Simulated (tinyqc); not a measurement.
Liquidus of a compound AB in a simple-solution melt, liquid-phase epitaxy and vapour pressures: one step, computed by the program tinyqc.

x is the atom fraction of B in the melt. The melt is a simple solution: R T ln gamma_B = W (1 - x)^2, R T ln gamma_A = W x^2, W = a + b T. The solid AB is stoichiometric.

Task: Vapour pressures and congruent evaporation. Liquidus (Vieland): f(x) = R T ln[4 x (1 - x)] + 2 W (1/2 - x)^2 + S_F (T_F - T) = 0. Over the A-rich liquidus: p_A = gamma_A (1 - x) exp(S_A/R - H_A/(R T)), p_B2 = [gamma_B x exp(S_B/R - H_B/(R T))]^2, in bar. Free evaporation is congruent while the A flux over this liquidus is at least the B flux; with A and B2 taken as equal in mass for the estimate, T_c solves p_A = 2 p_B2.

Inputs (values chosen for the exercise, for a model compound):

| quantity | value | unit |
|---|---|---|
| melting point T_F | 966.2 | K |
| entropy of fusion S_F | 62.4 | J/(mol K) |
| interaction a | 20.8 | kJ/mol |
| interaction slope b | -27.7 | J/(mol K) |
| saturation temperature T | 778 | K |
| heat of evaporation of A | 246 | kJ/mol |
| entropy of evaporation of A | 103 | J/(mol K) |
| heat of evaporation of B as (1/2) B2 | 100 | kJ/mol |
| entropy of evaporation of B as (1/2) B2 | 59.6 | J/(mol K) |

Constants: R = 8.314462618 J/(mol K).

Give: log10 p_A; log10 p_B2; congruent temperature T_c.

Result:

log10 p_A = -11.16

log10 p_B2 = -9.993

congruent temperature T_c = 560.1 K

T is above T_c: in vacuum B leaves faster and droplets of A form unless a B flux is supplied.
